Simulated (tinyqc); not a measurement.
# Electron mobility in a silicon inversion layer, empirical terms and Matthiessen rule: what changes with what

Inversion layer of sheet density Ns on a uniformly doped body. The mobility terms are empirical power laws with prefactors chosen for the exercise; adding their inverses (Matthiessen) is itself an approximation.

Parameters, values chosen for the exercise; material values close to those of silicon: temperature T = 293 K; band gap Eg = 1.1 eV; relative permittivity of the semiconductor eps_r = 11.7; conduction-band density of states at T Nc = 2.69e19 cm^-3; valence-band density of states at T Nv = 2.58e19 cm^-3; body doping Nb = 6.5e17 cm^-3; reverse body bias Vsb = 1 V; weight of the inversion charge in the effective field eta = 0.5; phonon-limited mobility at 1 MV/cm and 300 K Ap = 431 cm^2/(V s); roughness-limited mobility at 1 MV/cm As = 1250 cm^2/(V s); exponent of the roughness term gs = 2; Coulomb prefactor Ac = 2100 cm^2/(V s); charge at the interface Nit = 2.4e11 cm^-2; inversion density Ns = 5.1e12 cm^-2.

Constants: q = 1.602176634e-19 C, kB = 1.380649e-23 J/K, Vt = kB T/q, eps0 = 8.8541878128e-14 F/cm where lengths are in cm. Results are converted to the units shown.

Each table varies one quantity; the others keep the values above.

## Effect of the charge at the interface

ni = sqrt(Nc Nv) exp(-Eg/(2 Vt)), Eg in volts; Ndep = sqrt(2 eps0 eps_r Nb (2 Vt ln(Nb/ni) + Vsb)/q); E = q (Ndep + eta Ns)/(eps0 eps_r), in MV/cm. With t = T/(300 K): muC = Ac (Ns/1e12 cm^-2) t/(Nb/1e17 cm^-3 + Nit/1e11 cm^-2), muP = Ap E^(-1/3) t^(-1.75), muS = As E^(-gs); 1/mu is the sum of the inverses.

The same in every row: E (MV/cm) = 1.015; muP (cm^2/(V s)) = 447.0; muS (cm^2/(V s)) = 1214.

Results:

| Nit (cm^-2) | muC (cm^2/(V s)) | mu (cm^2/(V s)) |
|---|---|---|
| 1e10 | 1585 | 270.9 |
| 3.2e10 | 1534 | 269.4 |
| 3.2e11 | 1078 | 250.8 |
| 1e12 | 633.9 | 215.6 |
| 3.2e12 | 271.7 | 148.3 |
| 1e13 | 98.22 | 75.52 |

Estimate the missing row, Nit = 1e11 cm^-2.

Computed row:

| Nit (cm^-2) | muC (cm^2/(V s)) | mu (cm^2/(V s)) |
|---|---|---|
| 1e11 | 1395 | 264.7 |

With this row back in the table: As Nit goes from 1e10 to 1e13 cm^-2, E stays at 1.01 MV/cm and mu falls from 271 to 75.5 cm^2/(V s). The smallest term is the phonon one in the first row and the Coulomb one in the last.

## Effect of the inversion density

Same model as above.

Results:

| Ns (cm^-2) | E (MV/cm) | muC (cm^2/(V s)) | muP (cm^2/(V s)) | muS (cm^2/(V s)) | mu (cm^2/(V s)) |
|---|---|---|---|---|---|
| 2e11 | 0.6357 | 46.09 | 522.4 | 3094 | 41.78 |
| 3.6e11 | 0.6480 | 82.96 | 519.1 | 2977 | 69.85 |
| 6.3e11 | 0.6689 | 145.2 | 513.6 | 2794 | 108.8 |
| 1.1e12 | 0.7053 | 253.5 | 504.6 | 2513 | 158.1 |
| 3.6e12 | 0.8986 | 829.6 | 465.5 | 1548 | 250.0 |
| 6.3e12 | 1.107 | 1452 | 434.2 | 1019 | 251.7 |
| 1.1e13 | 1.471 | 2535 | 395.0 | 577.8 | 214.7 |
| 2e13 | 2.167 | 4609 | 347.1 | 266.2 | 145.9 |

Estimate the missing row, Ns = 2e12 cm^-2.

Computed row:

| Ns (cm^-2) | E (MV/cm) | muC (cm^2/(V s)) | muP (cm^2/(V s)) | muS (cm^2/(V s)) | mu (cm^2/(V s)) |
|---|---|---|---|---|---|
| 2e12 | 0.7748 | 460.9 | 489.0 | 2082 | 213.0 |

With this row back in the table: As Ns goes from 2e11 to 2e13 cm^-2, E rises from 0.636 to 2.17 MV/cm and mu goes from 41.8 through a maximum of 252 (at Ns = 6.3e12 cm^-2 among the rows listed) to 146 cm^2/(V s). The smallest term is the Coulomb one in the first row and the roughness one in the last. Screening lifts the Coulomb term as Ns grows while the field presses the carriers to the interface, hence the maximum. At Ns = 2e13 cm^-2 E passes 1.5 MV/cm, beyond the usual range of such laws.

## Effect of the reverse body bias

Same model as above.

The same in every row: muC (cm^2/(V s)) = 1175.3.

Results:

| Vsb (V) | E (MV/cm) | muP (cm^2/(V s)) | muS (cm^2/(V s)) | mu (cm^2/(V s)) |
|---|---|---|---|---|
| 0 | 0.82284 | 479.35 | 1846.2 | 287.47 |
| 0.4 | 0.90819 | 463.83 | 1515.5 | 272.73 |
| 0.8 | 0.98126 | 452.02 | 1298.2 | 260.86 |
| 1.2 | 1.0462 | 442.47 | 1142.1 | 250.85 |
| 1.6 | 1.1052 | 434.45 | 1023.4 | 242.14 |
| 2.4 | 1.2105 | 421.47 | 853.01 | 227.49 |

Estimate the missing row, Vsb = 2 V.

Computed row:

| Vsb (V) | E (MV/cm) | muP (cm^2/(V s)) | muS (cm^2/(V s)) | mu (cm^2/(V s)) |
|---|---|---|---|---|
| 2 | 1.1597 | 427.54 | 929.46 | 234.43 |

With this row back in the table: As Vsb goes from 0 to 2.4 V, E rises from 0.823 to 1.21 MV/cm and mu falls from 287 to 227 cm^2/(V s). The phonon term is the smallest in the first and the last row.

Computed by the program tinyqc: `OMP_NUM_THREADS=1 python tinyqc.py 2510162 2510163 out.jsonl`, one thread of a shared Intel Xeon 2.30GHz, about 0.01 s for the whole run.
